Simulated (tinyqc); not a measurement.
# Read current of a NAND string, cells in series solved by shooting: what changes with what

Cells in series, numbered from 0 at the source line (0 V) to the bit line, each followed by a gap resistance Rg. A cell with gate Vg, threshold VT, source Vs and drain Vd passes I = 2 nf K Vt^2 [F(Vs) - F(Vd)]/(1 + th max(Vg - VT, 0)), F(V) = ln^2(1 + exp((Vg - VT - nf V)/(2 nf Vt))). The selected cell has Vg = Vr, the others Vg = Vp.

Inputs (values chosen for the exercise); values of the order met in vertical NAND strings:
```
symbol  value    unit                                 meaning
T         300       K                             temperature
K          30  uA/V^2                   gain factor of a cell
nf        1.8                                    slope factor
th       0.06     1/V               mobility reduction factor
Rg        2.7    kohm     resistance of the gap between cells
Vbl       0.7       V                        bit-line voltage
Vp        6.4       V                            pass voltage
Ve       -1.3       V             threshold of an erased cell
Vh        3.7       V          threshold of the highest state
Vx        1.6       V          threshold of the selected cell
Is         20      nA                         sensing current
Vr       3.11       V  read voltage on the selected word line
```

Constants: q = 1.602176634e-19 C, kB = 1.380649e-23 J/K, Vt = kB T/q. Results are converted to the units shown.

Each table varies one quantity; the others keep the values above.

## Read current against the number of cells

For a trial current I start at 0 V and, cell by cell, solve for the drain: sqrt(F(Vd)) = sqrt(F(Vs) - I/k), k = 2 nf K Vt^2/(1 + th max(Vg - VT, 0)), Vd = [Vg - VT - 2 nf Vt ln(exp(sqrt F) - 1)]/nf, then add I Rg. The string current is the I for which the last node reaches Vbl. The apparent threshold is the Vr at which I = Is. Background: all other cells erased (VT = Ve) or all in the highest state (VT = Vh); ratio and shift are high over erased and high minus erased. The selected cell is in the middle, cell n/2.

Read current against the number of cells:

| n | I, others erased (uA) | I, others high (uA) | ratio | apparent VT, erased (V) | apparent VT, high (V) | background shift (mV) |
|---|---|---|---|---|---|---|
| 8 | 6.250 | 3.621 | 0.5794 | 1.567 | 1.568 | 1.155 |
| 16 | 3.723 | 1.921 | 0.5160 | 1.568 | 1.571 | 2.312 |
| 32 | 2.052 | 0.9891 | 0.4820 | 1.571 | 1.576 | 4.631 |
| 64 | 1.080 | 0.5018 | 0.4645 | 1.576 | 1.586 | 9.291 |
| 96 | 0.7330 | 0.3361 | 0.4586 | 1.581 | 1.595 | 13.98 |
| 128 | 0.5546 | 0.2527 | 0.4556 | 1.587 | 1.605 | 18.71 |
| 192 | 0.3731 | 0.1689 | 0.4527 | 1.597 | 1.625 | 28.30 |

What does the comparison show?

With erased neighbours the current falls from 6.25 to 0.373 uA, as n^(-0.75) between the first two rows and n^(-0.98) between the last two (-1 once the series resistance rules). The ratio falls from 0.579 to 0.453 and the background shift rises from 1.16 to 28.3 mV.

## Effect of the pass voltage

Same model as above.

The string has 128 cells and the selected one is cell 64.

Results:

| Vp (V) | I, others erased (uA) | I, others high (uA) | ratio | apparent VT, erased (V) | apparent VT, high (V) | background shift (mV) |
|---|---|---|---|---|---|---|
| 4.3 | 0.4590 | 0.02208 | 0.04811 | 1.590 | 1.772 | 181.4 |
| 5.3 | 0.5085 | 0.1342 | 0.2639 | 1.588 | 1.626 | 37.43 |
| 5.8 | 0.5304 | 0.1920 | 0.3620 | 1.588 | 1.614 | 26.25 |
| 6.3 | 0.5507 | 0.2432 | 0.4415 | 1.587 | 1.607 | 19.70 |
| 6.8 | 0.5696 | 0.2888 | 0.5070 | 1.586 | 1.602 | 15.45 |
| 7.3 | 0.5873 | 0.3298 | 0.5616 | 1.586 | 1.598 | 12.50 |
| 7.8 | 0.6038 | 0.3668 | 0.6076 | 1.585 | 1.595 | 10.36 |

Estimate the missing row, Vp = 4.8 V.

Computed row:

| Vp (V) | I, others erased (uA) | I, others high (uA) | ratio | apparent VT, erased (V) | apparent VT, high (V) | background shift (mV) |
|---|---|---|---|---|---|---|
| 4.8 | 0.4847 | 0.07022 | 0.1449 | 1.589 | 1.650 | 60.31 |

With this row back in the table: As Vp goes from 4.3 to 7.8 V, the current with erased neighbours rises from 0.459 to 0.604 uA, that with high neighbours rises from 0.0221 to 0.367 uA and the ratio rises from 0.0481 to 0.608. The background shift falls from 181 to 10.4 mV. A higher pass voltage also disturbs erased cells more, which this model leaves out.

Program tinyqc, `OMP_NUM_THREADS=1 python tinyqc.py 2142196 2142197 out.jsonl`; Intel Xeon 2.30GHz, shared host, one thread, about 1 s.
